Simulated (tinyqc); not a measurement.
Off-state leakage of single and stacked transistors: one step of the calculation.

n-channel devices of unit width. Subthreshold current I(Vg, Vs, Vd) = I0 (T/300 K)^0.5 exp[(Vg - Vs - VT(T) - gb (Vs - Vb) + dd (Vd - Vs))/(nf Vt)] (1 - exp(-(Vd - Vs)/Vt)), VT(T) = VT - cT (T - 300 K). Gate-edge tunnelling Ig (Vd/1 V) exp(ag (Vd - 1 V)), for a gate at 0 V, and band-to-band leakage Ab u exp(-Bb/u), u = Vd - Vb + 1 V, flow at a drain held at V; both are taken as independent of T. In a stack of off transistors (all gates at 0 V) the same subthreshold current passes through each.

Task. New Vx. Stack of two, Vx the node between them: I_low = I(0, 0, Vx), I_up = I(0, Vx, V), f = ln(I_up/I_low), f' = -(1 + gb + 2 dd)/(nf Vt) - 1/(Vt (exp(Vx/Vt) - 1)) - 1/(Vt (exp((V - Vx)/Vt) - 1)), Vx(new) = Vx - f/f'.

Values chosen for this exercise; values of the order met in bulk silicon logic transistors:

| symbol | value | unit | meaning |
|---|---|---|---|
| T | 378 | K | temperature |
| V | 1.1 | V | supply voltage |
| VT | 0.4 | V | threshold at 300 K, zero drain and body bias |
| cT | 0.9 | mV/K | fall of the threshold with temperature |
| I0 | 0.35 | uA/um | current at threshold at 300 K |
| nf | 1.36 |  | slope factor |
| dd | 0.07 |  | drain-induced lowering per volt |
| gb | 0.15 |  | rise of the threshold per volt of source-body bias |
| Vb | -0.3 | V | body voltage |

Constants: q = 1.602176634e-19 C, kB = 1.380649e-23 J/K, Vt = kB T/q. Results are converted to the units shown.

Vx at the start = 0.06 V

Find: I_low; I_up; f; f'; Vx after iteration 1.

Result.

I_low = 0.076937 nA/um
I_up = 0.090606 nA/um
f = 0.16354
f' = -34.902 1/V
Vx after iteration 1 = 0.064686 V

tinyqc, about 0.04 s, one thread, Intel Xeon 2.30GHz (shared host): `OMP_NUM_THREADS=1 python tinyqc.py 2242103 2242104 out.jsonl`
